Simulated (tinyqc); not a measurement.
Implanted layer, carriers, mobility and sheet resistance: two steps of the calculation.

An n-type layer from the surface x = 0 to the junction xj, N(x) = N0 exp(-(x - Rp)^2/(2 sg^2)). Local neutrality (no depletion at surface or junction, no spilling of carriers), intrinsic carriers neglected, full ionisation of active dopants.

Inputs (values chosen for the exercise); values close to those of arsenic in silicon over a p-type background: temperature T = 300 K; background doping of the opposite type Nb = 2.2e17 cm^-3; peak chemical concentration N0 = 1.6e19 cm^-3; mobility limit at high doping m1 = 50.5 cm^2/(V s); mobility limit at low doping, at 300 K m2 = 1400 cm^2/(V s); reference doping of the mobility law Nr = 9.9e16 cm^-3; exponent of the mobility law am = 0.657; temperature exponent of m2 bt = 2.3; solubility limit of active dopant Ns = 2.05e20 cm^-3; straggle after annealing sg = 6.8 nm; projected range Rp = 7 nm.

Constants: q = 1.602176634e-19 C. Results are converted to the units shown.

Problem 1. Junction depth and local values. xj = Rp + sg sqrt(2 ln(N0/Nb)); 15 equal steps from 0 to xj. Active dopant A = min(N, Ns); n = A - Nb; mobility mu = m1 + (m2 (T/300 K)^(-bt) - m1)/(1 + ((A + Nb)/Nr)^am).

Find: xj; x; N; A; n; mu.

Solution 1.

xj = 26.911 nm
x, point 0 to 15 (nm): [0.000, 1.794, 3.588, 5.382, 7.176, 8.970, 10.764, 12.558, 14.352, 16.146, 17.940, 19.735, 21.529, 23.323, 25.117, 26.911]
N, point 0 to 15 (cm^-3): [9.4191e18, 1.1936e19, 1.4108e19, 1.5553e19, 1.5995e19, 1.5342e19, 1.3727e19, 1.1456e19, 8.9179e18, 6.4753e18, 4.3856e18, 2.7706e18, 1.6326e18, 8.9733e17, 4.6005e17, 2.2000e17]
A, point 0 to 15 (cm^-3): [9.4191e18, 1.1936e19, 1.4108e19, 1.5553e19, 1.5995e19, 1.5342e19, 1.3727e19, 1.1456e19, 8.9179e18, 6.4753e18, 4.3856e18, 2.7706e18, 1.6326e18, 8.9733e17, 4.6005e17, 2.2000e17]
n, point 0 to 15 (in units of 1e19 cm^-3): [0.9199, 1.1716, 1.3888, 1.5333, 1.5775, 1.5122, 1.3507, 1.1236, 0.8698, 0.6255, 0.4166, 0.2551, 0.1413, 0.0677, 0.0240, 0.0000]
mu, point 0 to 15 (cm^2/(V s)): [114.01, 105.40, 99.985, 97.061, 96.253, 97.460, 100.84, 106.81, 116.17, 130.18, 150.73, 180.45, 222.37, 278.65, 347.30, 418.76]

The mobility runs from 96.3 to 419 cm^2/(V s).

Problem 2. Sheet quantities by the trapezoid rule. Dose = integral of N, carrier sheet density = integral of n, 1/Rs = q integral of n mu, mean mobility 1/(q Rs sheet density), Hall mobility (unit Hall factor) = integral of n mu^2 over integral of n mu, Hall sheet density = (integral of n mu)^2/integral of n mu^2; all from 0 to xj.

x, point 0 to 15 (nm): [0.000000, 1.794046, 3.588092, 5.382138, 7.176184, 8.970230, 10.764276, 12.558322, 14.352367, 16.146413, 17.940459, 19.734505, 21.528551, 23.322597, 25.116643, 26.910689]
N, point 0 to 15 (cm^-3): [9.4191460e18, 1.1935668e19, 1.4107571e19, 1.5553498e19, 1.5994631e19, 1.5342307e19, 1.3727057e19, 1.1456041e19, 8.9178868e18, 6.4752968e18, 4.3855869e18, 2.7705506e18, 1.6325811e18, 8.9733323e17, 4.6004790e17, 2.2e17]
n, point 0 to 15 (in units of 1e19 cm^-3): [0.9199146, 1.1715668, 1.3887571, 1.5333498, 1.5774631, 1.5122307, 1.3507057, 1.1236041, 0.8697887, 0.6255297, 0.4165587, 0.2550551, 0.1412581, 0.0677333, 0.0240048, 0.0000000]
mu, point 0 to 15 (cm^2/(V s)): [114.01202, 105.39950, 99.985191, 97.060525, 96.252708, 97.460281, 100.83517, 106.80949, 116.16959, 130.17903, 150.73271, 180.44652, 222.37396, 278.64869, 347.29712, 418.76284]

Give: dose; carrier sheet density; Rs; mean mobility; Hall mobility; Hall sheet density.

Solution 2.

dose = 2.3049e13 cm^-2
carrier sheet density = 2.2457e13 cm^-2
Rs = 2541.4 ohm/square
mean mobility = 109.36 cm^2/(V s)
Hall mobility = 115.49 cm^2/(V s)
Hall sheet density = 2.1265e13 cm^-2

Carriers make up 97.4 % of the dose. A Hall measurement weights the mobile tail, so its sheet density is 5.3 % below the true one.

Program tinyqc, `OMP_NUM_THREADS=1 python tinyqc.py 2110108 2110109 out.jsonl`; Intel Xeon 2.30GHz, shared host, one thread, about 0.01 s.
